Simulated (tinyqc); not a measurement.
Gaps across the alloy: alloy A(1-x)B(x) by interpolation with bowing.

Each gap follows E(x) = (1 - x) E_A + x E_B - C x (1 - x); the lattice constant follows Vegard, a(x) = (1 - x) a_A + x a_B.

Constants: hc = 1239.841984 eV nm.

Parameters, chosen for this exercise (A near Ge, B near Si; the results hold for these values, not for the real material):
- a = (5.651, 5.423) angstrom (lattice constant of A, B)
- Eg = (0.902, 4.189) eV (gap at Gamma to the s-like level of A, B)
- EgX = (0.921, 1.162) eV (gap to the lowest valley along Gamma-X of A, B)
- EgL = (0.746, 2.071) eV (gap to L of A, B)
- C = (0.229, 0.188, 0.06) eV (bowing of the Gamma, X and L gaps)

Eleven compositions.

Gaps (eV):

| x | a (angstrom) | Gamma | X | L | lowest | wavelength (nm) |
|---|---|---|---|---|---|---|
| 0.0 | 5.6510 | 0.902 | 0.921 | 0.746 | L | 1662 |
| 0.1 | 5.6282 | 1.210 | 0.928 | 0.873 | L | 1420 |
| 0.2 | 5.6054 | 1.523 | 0.939 | 1.001 | X | 1320 |
| 0.3 | 5.5826 | 1.840 | 0.954 | 1.131 | X | 1300 |
| 0.4 | 5.5598 | 2.162 | 0.972 | 1.262 | X | 1275 |
| 0.5 | 5.5370 | 2.488 | 0.995 | 1.393 | X | 1247 |
| 0.6 | 5.5142 | 2.819 | 1.020 | 1.527 | X | 1215 |
| 0.7 | 5.4914 | 3.155 | 1.050 | 1.661 | X | 1181 |
| 0.8 | 5.4686 | 3.495 | 1.084 | 1.796 | X | 1144 |
| 0.9 | 5.4458 | 3.840 | 1.121 | 1.933 | X | 1106 |
| 1.0 | 5.4230 | 4.189 | 1.162 | 2.071 | X | 1067 |

What can be read from this table?

The lowest valley changes at x = 0.147 (L to X, gap 0.933 eV). The Gamma gap is monotonic, since its bowing (0.229 eV) is smaller than the difference of the end gaps (3.287 eV); at x = 0.5 bowing lowers it by C/4 = 0.057 eV.

Program tinyqc; command `OMP_NUM_THREADS=1 python tinyqc.py 1050328 1050329 out.jsonl`; about 0.01 s on one thread of a shared Intel(R) Xeon(R) Processor @ 2.30GHz.
